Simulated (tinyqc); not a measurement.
Reverse leakage of an n+-p junction: diffusion, generation, trap-assisted and band-to-band tunnelling: one step of the calculation.

One-sided abrupt junction in the depletion approximation, x from the junction (0) to W on the p side, field F = F0 (1 - x/W). Flat quasi-Fermi levels, long p side. Traps generate through SRH with both lifetimes shortened by 1 + Gamma (Hurkx enhancement, form for moderate fields); band-to-band generation is local and needs a total bending above Eg.

Question. Generation rates across the layer. u = (Vbi + VR)(1 - x/W)^2, p = Na exp(-u/Vt), n = Nd exp((u - Vbi - VR)/Vt); G0 = ni^2 (1 - exp(-VR/Vt))/(tau (n + p + 2 ni cosh(Et/Vt))); Gamma = 2 sqrt(3 pi)(F/FG) exp((F/FG)^2); trap-assisted part G0 Gamma; G_bb = Ab F^2.5 exp(-Bb/F) with F in V/cm, zero unless Vbi + VR > Eg. 13 equal steps.

Parameters, values chosen for the exercise; band and dielectric values close to those of gallium arsenide:

| symbol | value | unit | meaning |
|---|---|---|---|
| T | 250 | K | temperature |
| Eg | 1.44 | eV | band gap |
| Na | 1.1e16 | cm^-3 | acceptor density of the lighter side |
| Nd | 1e19 | cm^-3 | donor density of the heavier side |
| tau | 2e-7 | s | SRH lifetime of both carriers at zero field |
| Et | -0.11 | eV | trap level above the intrinsic level |
| Ab | 3.1e16 | cm^-0.5 V^-2.5 s^-1 | band-to-band prefactor |
| Bb | 1.62e7 | V/cm | band-to-band field constant |
| VR | 2.1 | V | reverse bias |

Constants: q = 1.602176634e-19 C, kB = 1.380649e-23 J/K, Vt = kB T/q. Results are converted to the units shown.

ni = 4666.5164 cm^-3
Vbi = 1.3742374 V
W = 678.81985 nm
F0 = 102.36110 kV/cm
FG = 155.71981 kV/cm

Wanted: x; F; Gamma; G0; G0 Gamma; G_bb.

Answer.

| point | x (nm) | F (kV/cm) | Gamma | G0 (cm^-3 s^-1) | G0 Gamma (cm^-3 s^-1) | G_bb (1e-40 cm^-3 s^-1) |
|---|---|---|---|---|---|---|
| 0 | 0.00 | 102.36 | 6.2175 | 1.0888e-5 | 6.7697e-5 | 1.9224 |
| 1 | 52.22 | 94.49 | 5.3838 | 2.4933e5 | 1.3423e6 | 0.0000 |
| 2 | 104.43 | 86.61 | 4.6533 | 1.4140e8 | 6.5797e8 | 0.0000 |
| 3 | 156.65 | 78.74 | 4.0092 | 1.4140e8 | 5.6689e8 | 0.0000 |
| 4 | 208.87 | 70.87 | 3.4371 | 1.4140e8 | 4.8601e8 | 0.0000 |
| 5 | 261.08 | 62.99 | 2.9253 | 1.4140e8 | 4.1363e8 | 0.0000 |
| 6 | 313.30 | 55.12 | 2.4633 | 1.4140e8 | 3.4831e8 | 0.0000 |
| 7 | 365.52 | 47.24 | 2.0424 | 1.4140e8 | 2.8879e8 | 0.0000 |
| 8 | 417.74 | 39.37 | 1.6548 | 8.7136e7 | 1.4419e8 | 0.0000 |
| 9 | 469.95 | 31.50 | 1.2937 | 42287 | 54707 | 0.0000 |
| 10 | 522.17 | 23.62 | 0.95308 | 53.134 | 50.641 | 0.0000 |
| 11 | 574.39 | 15.75 | 0.62731 | 0.45005 | 0.28232 | 0.0000 |
| 12 | 626.60 | 7.87 | 0.31126 | 0.025703 | 0.0080004 | 0.0000 |
| 13 | 678.82 | 0.00 | 0 | 0.0098984 | 0 | 0.0000 |

Range of the model: The n+ side is degenerate, so Vbi from Boltzmann statistics is only a guide.

Numbers from tinyqc (`OMP_NUM_THREADS=1 python tinyqc.py 2290074 2290075 out.jsonl`; about 0.01 s on one thread of a shared Intel Xeon 2.30GHz).
